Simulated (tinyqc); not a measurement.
Thin-film transistor with exponential tail and deep states, accumulation layer: one step of the calculation.

An undoped film in accumulation, thicker than the space-charge layer. With band bending psi the Fermi level lies E0 - psi below the band edge. Free electrons n = n0 exp(psi/Vt) carry the current; electrons in two exponential distributions of traps, a = a0 exp(psi/Va) and d = d0 exp(psi/Vp), do not. Linear regime, ohmic contacts, traps in equilibrium.

Task. Surface potential by Newton steps. Va = kB Tt/q, Vp = kB Td/q. G(psi) = sum over the three kinds of c0 [V (exp(psi/V) - 1) - psi], field F = sqrt(2 q G/(eps0 eps_r)); Vg = psi + eps0 eps_r F/Ci at the surface. f = psi + eps0 eps_r F/Ci - Vg, f' = 1 + q rho/(Ci F) with rho = sum c0 (exp(psi/V) - 1); psi(new) = psi - f/f'.

Inputs (values chosen for the exercise); values close to those of amorphous silicon: temperature T = 250 K; relative permittivity of the semiconductor eps_r = 11.8; characteristic temperature of the tail Tt = 350 K; characteristic temperature of the deep states Td = 940 K; gate capacitance Ci = 17 nF/cm^2; gate voltage above flat band Vg = 12 V.

Constants: q = 1.602176634e-19 C, kB = 1.380649e-23 J/K, Vt = kB T/q, eps0 = 8.8541878128e-14 F/cm where lengths are in cm. Results are converted to the units shown.

psi after iteration 1 = 0.53462497 V
n0 = 2.0312784e6 cm^-3
a0 = 8.6416803e10 cm^-3
d0 = 2.1188855e14 cm^-3

Wanted: F; f; f'; psi after iteration 2.

Result.

F = 211.0 kV/cm
f = 1.505 V
f' = 206.0
psi after iteration 2 = 0.5273 V

tinyqc, about 0.01 s, one thread, Intel Xeon 2.30GHz (shared host): `OMP_NUM_THREADS=1 python tinyqc.py 2610011 2610012 out.jsonl`
